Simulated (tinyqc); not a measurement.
Inversion-layer mobility, back-scattering and ballistic limit of a field-effect transistor: one step, computed by the program tinyqc. Command: `OMP_NUM_THREADS=1 python tinyqc.py 3006401 3006402 out.jsonl mos walk`. One thread of a shared host (Intel(R) Xeon(R) Processor @ 2.30GHz), about 0.01 s of CPU time with the checks.

The charge at the top of the source barrier is fixed by the gate; series resistance and short-channel effects are left out. F_j are Fermi integrals normalised to exp(eta) in the classical limit.

Problem. Back-scattering. F_j(eta) = (1/Gamma(j + 1)) int_0^infinity x^j/(1 + exp(x - eta)) dx, F_0 = ln(1 + exp(eta)). Integrals over x = E/(k_B T) use 160 Gauss-Legendre points in u = sqrt(x) from 0 to sqrt(max(eta, 0) + 32). Ballistic channel: N_2D = g_v m k_B T/(pi hbar^2), U = e V_D/(k_B T); eta_F solves N_inv = (N_2D/2)[F_0(eta_F) + F_0(eta_F - U)]; v_T = sqrt(2 k_B T/(pi m)); I/W = e (N_2D/2) v_T [F_1/2(eta_F) - F_1/2(eta_F - U)]; injection velocity v_T F_1/2(eta_F)/F_0(eta_F). Mean free path lambda = (2 k_B T/e)(mu/v_T) F_0(eta_0)/F_-1/2(eta_0), with eta_0 from N_inv = N_2D F_0(eta_0); critical length l = L (1 + U)^(-a), an empirical rule; back-scattering r = l/(l + lambda). Then eta solves N_inv = (N_2D/2)[(1 + r) F_0(eta) + (1 - r) F_0(eta - U)] and I/W = e (N_2D/2) v_T (1 - r)[F_1/2(eta) - F_1/2(eta - U)]. Ballistic ratio: I over the ballistic current. Apparent mobility 1/(1/mu + 1/mu_B), mu_B = mu L/lambda.

Inputs (values chosen for the exercise, modelled on a strained silicon n-channel):
```
quantity                           value  unit
transport mass m                    0.19   m_0
valley degeneracy g_v                  2     -
gate overdrive V_G - V_T            0.48     V
drain voltage V_D                   0.37     V
channel length L                     690    nm
exponent a of the critical length   0.74     -
temperature T                        300     K
```

Statistics at the top of the barrier: Fermi-Dirac.

inversion density N_inv = 9.404842e+12 1/cm^2

effective mobility mu = 307.3801 cm^2/(V s)

Constants: m_0 = 9.1093837015e-31 kg; k_B = 1.380649e-23 J/K; hbar = 1.054571817e-34 J s; k_B = 8.617333262e-05 eV/K; e = 1.602176634e-19 C.

Give: eta_0; mean free path lambda; critical length l; back-scattering coefficient r; current I/W; ballistic ratio; apparent low-field mobility.

Solution.

eta_0 = 2.185

mean free path lambda = 19.15 nm

critical length l = 91.61 nm

back-scattering coefficient r = 0.8271

current I/W = 244.3 microampere/micrometre

ballistic ratio = 0.07704

apparent low-field mobility = 299.1 cm^2/(V s)

L/lambda = 36.03, but at this drain voltage only the first 91.6 nm can return a carrier to the source, so the device works at 8 % of its ballistic limit. Caution: the current exceeds the long-channel drift law, so the empirical rule for l, meant for short channels, is too generous here.
